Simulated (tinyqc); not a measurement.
Cahn-Hilliard equation on a periodic one-dimensional grid: one step, computed by the program tinyqc. Command: `OMP_NUM_THREADS=1 python tinyqc.py 3007637 3007638 out.jsonl cahn walk`. One thread of a shared host (Intel(R) Xeon(R) Processor @ 2.30GHz), about 0.1 s of CPU time with the checks.

Free energy F = h sum_j [A (c_j^2 - 1)^2/4 + (kappa/2) ((c_(j+1) - c_j)/h)^2]; dc/dt = Lap(mu), mu = A (c^3 - c) - kappa Lap(c), Lap(y)_j = (y_(j+1) - 2 y_j + y_(j-1))/h^2, mobility 1; the grid has n = 12 points.

Task: The first step. Start: c_j = c0 + amplitude x (z_j - mean of z). With Fourier components y_m = sum_j y_j exp(-2 pi i j m/n): c_m(new) = [c_m - dt lambda_m N_m]/(1 + dt kappa lambda_m^2), N = A (c^3 - c), lambda_m = (4/h^2) sin^2(pi m/n).

Inputs (values chosen for the exercise, in reduced units): spacing h = 0.91; well depth A = 0.69; gradient coefficient kappa = 1.2; mean composition c0 = -0.0014; noise amplitude = 0.02; time step dt = 0.036.

Scheme: semi-implicit Fourier.

random numbers: [0.260, 0.971, -0.215, 0.278, -0.281, -0.316, -0.894, -0.070, 0.721, 0.942, 0.993, 0.075]

Give: c at the start; mu at the start; c after one step; F at the start; F after one step.

Result:

c at the start: [-0.00031, 0.01391, -0.00981, 0.00005, -0.01113, -0.01183, -0.02339, -0.00691, 0.00891, 0.01333, 0.01435, -0.00401]

mu at the start: [-0.01503, 0.04538, -0.04189, 0.03045, -0.00751, 0.02390, -0.02450, 0.00572, 0.01037, -0.00427, 0.01818, -0.02920]

c after one step: [0.00073, 0.01016, -0.00598, -0.00226, -0.00996, -0.01363, -0.02135, -0.00740, 0.00833, 0.01401, 0.01261, -0.00205]

F at the start = 1.885

F after one step = 1.884
